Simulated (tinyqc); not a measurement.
Which pair of peaks is best: composition and strain of an epitaxial Si(1-x)Ge(x) layer from Raman and X-ray peaks. Computed by tinyqc, a small Python program. Command: `OMP_NUM_THREADS=1 python tinyqc.py 3013971 3013972 out.jsonl epiraman walk`. One thread of a shared host (Intel(R) Xeon(R) Processor @ 2.30GHz), about 0.01 s of CPU time with the checks.

A (001) layer, biaxially strained in the plane. The Raman peaks follow empirical lines omega = w0 + c1 x + c3 x^3 + b eps (c3 for Si-Ge alone), with eps the in-plane strain.

Inputs (values chosen for the exercise, modelled on silicon-germanium):

| quantity | value | unit |
|---|---|---|
| Ge fraction x | 0.45 | - |
| Si-Si: c1 | -68.4 | 1/cm |
| Si-Si: strain coefficient b | -771 | 1/cm |
| Si-Ge: c1 | 23.5 | 1/cm |
| Si-Ge: c3 | -31.2 | 1/cm |
| Si-Ge: strain coefficient b | -557 | 1/cm |
| Ge-Ge: c1 | 18.9 | 1/cm |
| Ge-Ge: strain coefficient b | -422 | 1/cm |
| uncertainty of a Raman peak | 0.05 | 1/cm |

Substrate: germanium.

Method. For each pair invert J = [d omega/dx, d omega/d eps] at the true x. Independent errors of the given size in both peaks give sigma_x and sigma_eps = uncertainty x (norm of the rows of the inverse of J).

Error propagation:

| pair | det J | sigma_x | sigma_eps (per mille) |
|---|---|---|---|
| Si-Si and Si-Ge | 41.604 | 0.0011431 | 0.082385 |
| Si-Si and Ge-Ge | 43.4367 | 0.0010117 | 0.081686 |
| Si-Ge and Ge-Ge | 8.608888 | 0.0040586 | 0.11290 |

What does the comparison show, and why?

The pair Si-Si and Ge-Ge fixes x best (sigma_x = 0.0010) and Si-Ge and Ge-Ge worst (0.0041), a factor 4.0. Strain moves all peaks the same way, so a good pair needs different ratios of composition slope to strain coefficient, best of opposite sign; the slopes here are -68.4, 4.5 and 18.9 per cm for Si-Si, Si-Ge and Ge-Ge. Errors in the coefficients themselves are not counted.

Extremes, crossings and ranges named in words are read from the listed rows.
